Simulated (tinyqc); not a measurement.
# Tunnelling through a two-layer gate stack, WKB transmission and Tsu-Esaki current: effects of single changes

Electrons leave the emitter at x = 0. Energies E (motion across the layers) are in eV from the emitter Fermi level; the collector Fermi level lies at -V and offers states at every E. No charge in the dielectric and no image force: F1 = V/(t1 + t2 eps1/eps2), F2 = F1 eps1/eps2; U = phi1 - F1 x in layer 1 and phi2 - F1 t1 - F2 (x - t1) in layer 2. With C = hbar^2/(2 m0), kappa = sqrt(m (U - E)/C) where U > E and 0 elsewhere; T(E) = exp(-S), S = 2 times the integral of kappa over x.

Inputs (values chosen for the exercise); layer 1 close to silicon nitride, layer 2 close to zirconium oxide:
- T = 77 K (temperature)
- Ef = 0.19 eV (Fermi energy of the emitter above its band bottom)
- me = 1 m0 (emitter mass in the supply function)
- phi1 = 2.12 eV (barrier of layer 1 above the emitter Fermi level at zero bias)
- m1 = 0.51 m0 (tunnelling mass of layer 1)
- t1 = 0.5 nm (thickness of layer 1)
- eps1 = 7.44 (relative permittivity of layer 1)
- phi2 = 1.43 eV (barrier of layer 2 at zero bias)
- m2 = 0.25 m0 (tunnelling mass of layer 2)
- t2 = 2.4 nm (thickness of layer 2)
- eps2 = 25.2 (relative permittivity of layer 2)
- V = 1.2 V (voltage across the dielectric)

Constants: q = 1.602176634e-19 C, kB = 1.380649e-23 J/K, hbar = 1.054571817e-34 J s, m0 = 9.1093837015e-31 kg, Vt = kB T/q, hbar^2/(2 m0) = 0.0380998212 eV nm^2. Results are converted to the units shown.

Each table varies one quantity; the others keep the values above.

## Effect of the tunnelling mass m2

Each layer adds (2/F) sqrt(m/C) [G(u at its left edge) - G(u at its right edge)] to S, with u = U - E (0 where negative) and G(u) = (2/3) u^1.5. J = J0 times the integral of T(E) N(E) dE, N = ln[(1 + exp(-E/Vt))/(1 + exp((-E - V)/Vt))], J0 = q^2 me m0 kB T/(2 pi^2 hbar^3) (times 1e-4 for A/cm^2 per eV), from E = -Ef to far above the barrier (T = 1 there), by quadrature converged to the digits shown.

Result of one run:
```
m2 (m0)	S at E = 0	T(E = 0)	J (A/cm^2)	mean E of the current (eV)
0.12	11.39	1.128e-5	1467	-0.1114
```

What becomes of these results when the tunnelling mass of layer 2 m2 is changed from 0.12 to 0.5 m0, all else the same?

Result of the changed run:
```
m2 (m0)	S at E = 0	T(E = 0)	J (A/cm^2)	mean E of the current (eV)
0.5	18.05	1.454e-8	1.034	-0.09773
```

The whole series:
```
m2 (m0)	S at E = 0	T(E = 0)	J (A/cm^2)	mean E of the current (eV)
0.12	11.39	1.128e-5	1467	-0.1114
0.15	12.15	5.306e-6	642.0	-0.1099
0.2	13.25	1.757e-6	191.6	-0.1076
0.25	14.23	6.634e-7	66.11	-0.1056
0.31	15.27	2.327e-7	21.09	-0.1035
0.4	16.67	5.762e-8	4.614	-0.1006
0.5	18.05	1.454e-8	1.034	-0.09773
0.63	19.64	2.941e-9	0.1830	-0.09438
```

J falls from 1470 to 0.183 A/cm^2. S goes as m2^(0.33): only one of the two layers feels this mass, so the power is below 0.5. In every row a layer is thinner than 0.8 nm, a few atomic planes, where an effective mass is a rough description.

## Effect of the thickness t1 at fixed voltage

Same model as above.

Results:
```
t1 (nm)	S at E = 0	T(E = 0)	J (A/cm^2)	mean E of the current (eV)
0.3	12.79	2.780e-6	304.3	-0.1077
0.41	13.57	1.281e-6	133.0	-0.1066
0.53	14.45	5.307e-7	52.18	-0.1053
0.64	15.28	2.308e-7	21.63	-0.1043
0.87	17.08	3.822e-8	3.256	-0.1021
0.99	18.04	1.460e-8	1.187	-0.1010
1.1	18.94	5.978e-9	0.4659	-0.09995
```

Estimate the missing row, t1 = 0.76 nm.

Computed row:
```
t1 (nm)	S at E = 0	T(E = 0)	J (A/cm^2)	mean E of the current (eV)
0.76	16.21	9.109e-8	8.116	-0.1031
```

With this row back in the table: J falls from 304 to 0.466 A/cm^2: 3.27 decades a nanometre between the first two rows and 3.69 between the last two. The exponent S alone gives dS/dt/ln 10 = 3.06 and 3.53. In 2 of the 8 rows the field exceeds 10 MV/cm (up to 11.9), more than most dielectrics sustain; the model ignores breakdown. In 5 of the 8 rows a layer is thinner than 0.8 nm, a few atomic planes, where an effective mass is a rough description.

## Current against voltage

Same model as above.

Current against voltage:
```
V (V)	S at E = 0	T(E = 0)	J (A/cm^2)	mean E of the current (eV)
0.2	19.23	4.446e-9	0.5987	-0.1118
0.49	17.99	1.542e-8	1.969	-0.1107
0.77	16.66	5.807e-8	6.923	-0.1093
1.06	15.09	2.784e-7	29.91	-0.1072
1.35	13.15	1.945e-6	170.9	-0.1031
1.64	10.43	2.957e-5	2060	-0.09568
1.92	8.482	2.071e-4	1.826e4	-0.1015
2.21	7.046	8.711e-4	9.338e4	-0.1061
2.5	6.004	0.002470	3.115e5	-0.1097
```

What does the table show?

J rises from 0.599 to 3.12e5 A/cm^2, by 1.78 decades a volt between the first two rows and 1.80 between the last two. From V = 1.64 V on (among the rows) a band edge falls below the emitter Fermi level, so electrons at E = 0 no longer cross the full thickness. In 5 of the 9 rows the field exceeds 10 MV/cm (up to 20.7), more than most dielectrics sustain; the model ignores breakdown. In every row a layer is thinner than 0.8 nm, a few atomic planes, where an effective mass is a rough description.

Numbers from tinyqc (`OMP_NUM_THREADS=1 python tinyqc.py 2540144 2540145 out.jsonl`; about 0.05 s on one thread of a shared Intel Xeon 2.30GHz).
